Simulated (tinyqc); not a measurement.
How many levels, and whether to terminate: recursion (Haydock) method for the local density of states: bulk site of a square lattice.

One orbital a site at energy 0, hopping -t to the 4 nearest neighbours of a square lattice; the start u0 is a site in the bulk, with energy V. Recursion: a_n = <u_n|H|u_n>, b_(n+1) u_(n+1) = (H - a_n) u_n - b_n u_(n-1), b > 0. G(z) = 1/(z - a0 - b1^2/(z - a1 - b2^2/(...))), z = E + i eta. After n levels the tail is b_n^2 T with the square-root terminator T = (z - sqrt(z - 2b) sqrt(z + 2b))/(2 b^2), b = 2t so that the band edges lie at -/+ 4t.

Reference: the closed form for a chain (bulk 1/sqrt(z^2 - 4t^2), end site (z - sqrt(z^2 - 4t^2))/(2t^2)), averaged over 400 points (j + 1/2) pi/400 in each remaining direction with z shifted by 2t cos k, then G/(1 - V G).

Inputs chosen for the exercise: t = 1.21 eV (hopping); V = 0 eV (shift of the starting site); eta = 0.06 eV (broadening).

Energies as fractions of the half width 4t.

Density (1/eV):
```
fraction  E (eV)  2 levels  4 levels  7 levels  7, no terminator  reference
-1.10     -5.324    0.0029    0.0029    0.0029            0.0028     0.0029
-0.90     -4.356    0.0687    0.0643    0.0655            0.0199     0.0670
-0.60     -2.904    0.0797    0.0828    0.0824            0.0098     0.0831
-0.35     -1.694    0.1142    0.1019    0.1015            0.1345     0.1038
-0.15     -0.726    0.1489    0.1516    0.1446            0.0152     0.1378
0.00       0.000    0.1606    0.1800    0.1956            1.6803     0.2418
0.15       0.726    0.1489    0.1516    0.1446            0.0152     0.1378
0.35       1.694    0.1142    0.1019    0.1015            0.1345     0.1038
0.60       2.904    0.0797    0.0828    0.0824            0.0098     0.0831
0.90       4.356    0.0687    0.0643    0.0655            0.0199     0.0670
1.10       5.324    0.0029    0.0029    0.0029            0.0028     0.0029
```

How do the results move, and what explains it?

Largest errors against the reference: 0.0812 (2 levels), 0.0618 (4), 0.0462 (7) and 1.438 without terminator, which leaves seven broadened spikes in place of a band. With seven levels the error is largest at E = 0.00 eV, at or next to a van Hove point of the lattice, which makes the b_n oscillate and converges last.

(tinyqc, `OMP_NUM_THREADS=1 python tinyqc.py 1480681 1480682 out.jsonl`, Intel(R) Xeon(R) Processor @ 2.30GHz, 1 thread, shared host, about 0.01 s.)
